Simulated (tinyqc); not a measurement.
Permittivity and interface capacitance from two thicknesses.

Inverse problem. 1/C = t/(eps0 ek) + 2/ci for planar capacitors that differ only in thickness. Find ek, ci and the EOT of the interfaces, 2 x 3.9 eps0/ci.

Constants: eps0 = 8.8541878128e-14 F/cm where lengths are in cm. Results are converted to the units shown.

C at t = 15 and 45 nm (uF/cm^2): 2.0266287  0.71584137

Solution. 1/C is a straight line in t: the slope gives ek and the intercept 2/ci. A single thickness would give only the effective permittivity; when the interfaces are a small part of 1/C, ci needs very accurate data.

ek = 37.5
ci = 48.0 uF/cm^2
EOT of the interfaces = 0.144 nm

Program tinyqc, `OMP_NUM_THREADS=1 python tinyqc.py 2102032 2102033 out.jsonl`; Intel Xeon 2.30GHz, shared host, one thread, about 0.01 s.
